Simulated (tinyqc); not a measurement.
Worked calculation: bound state in one dimension: Numerov shooting, finite differences, DVR. Computed by tinyqc, a small Python program that keeps every step. Settings: points = 64. Command: `OMP_NUM_THREADS=1 python tinyqc.py 27523 27524 out.jsonl` (the two numbers bound the seeds that draw the settings). One thread of a shared host (Intel(R) Xeon(R) Processor @ 2.60GHz), about 0.01 s of CPU time with the checks.

## Numerov steps at E = 0.1

One particle of mass 1 in V = 5.8 (x^2 - 1.9^2)^2 / 1.9^4 (atomic units), psi = 0 at both ends:
```
parameter,value
left end,-3.400000
right end,3.400000
intervals,64
h,0.106250
state sought (nodes),0
```

k_i = 2 m (E - V_i); (1 + h^2 k_(i+1)/12) y_(i+1) = 2 (1 - 5 h^2 k_i/12) y_i - (1 + h^2 k_(i-1)/12) y_(i-1), from y_0 = 0, y_1 = 0.001.

Points along the way:
```
i,x,V,k,y
0,-3.400000,28.128583,-56.057165,0.000000
1,-3.293750,23.320907,-46.441814,0.001000
2,-3.187500,19.094879,-37.989758,0.002527
3,-3.081250,15.408981,-30.617961,0.005150
4,-2.975000,12.223055,-24.246110,0.009564
5,-2.868750,9.498305,-18.796611,0.016602
21,-1.168750,2.241137,-4.282274,0.595486
22,-1.062500,2.739681,-5.279361,0.704199
23,-0.956250,3.233851,-6.267701,0.855329
24,-0.850000,3.710715,-7.221430,1.067643
25,-0.743750,4.158702,-8.117405,1.367978
26,-0.637500,4.567604,-8.935208,1.795121
```

## Bisection on the node count

With more sign changes than the state has nodes (the last point included) the energy is too high, else too low; the bracket starts as 0.1 to 12.

Trials:
```
trial,E,sign changes,y at the right end,next
1,6.05000000,4,6.68e-01,lower
2,3.07500000,2,1.14e+02,lower
3,1.58750000,0,4.20e+01,raise
4,2.33125000,2,1.73e+02,lower
5,1.95937500,2,6.59e+01,lower
6,1.77343750,2,5.63e+00,lower
7,1.68046875,0,2.58e+00,raise
8,1.72695313,2,2.26e-01,lower
9,1.70371094,0,2.77e-01,raise
10,1.71533203,1,-9.66e-03,lower
11,1.70952148,0,6.59e-02,raise
12,1.71242676,0,1.15e-02,raise
13,1.71387939,1,-3.20e-03,lower
14,1.71315308,0,3.11e-03,raise
...,...,...,...,...
29,1.71348132,1,-9.26e-08,lower
30,1.71348131,0,5.19e-09,raise
31,1.71348132,1,-4.37e-08,lower
```

eigenvalue = 1.71348132 hartree

## The same grid by other methods

Three-point finite differences and the sine-DVR kinetic matrix of Colbert and Miller on the same points.

Lowest levels (hartree):
```
state,finite differences,DVR
0,1.709530,1.713502
1,1.714119,1.718059
2,4.622454,4.634110
```
